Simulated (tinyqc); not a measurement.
Joule-heated wire on a substrate, fin equation: one step of the calculation.

A wire of length L loses heat along itself to two contacts and sideways to the substrate: kap A theta'' - g theta + p = 0 with theta = T - T0 and p = p0. The ends are held at T0. Constant conductivity, diffusive heat flow.

Question. Closed form at the middle. theta(L/2) = (p0/g)[1 - 1/(cosh(L/(2 LH)) + Rc g LH sinh(L/(2 LH)))], LH = sqrt(kap A/g).

Inputs (values chosen for the exercise): conductivity along the wire kap = 220 W/(m K); cross-section A = 890 nm^2; conductance per length to the substrate g = 0.12 W/(m K); length between the contacts L = 4200 nm; thermal resistance of each contact Rc = 0 K/uW; heating per length p0 = 0.024 uW/nm.

Wanted: theta(L/2).

Answer.

theta(L/2) = 125.50 K

Program tinyqc, `OMP_NUM_THREADS=1 python tinyqc.py 2520136 2520137 out.jsonl`; Intel Xeon 2.30GHz, shared host, one thread, about 0.01 s.
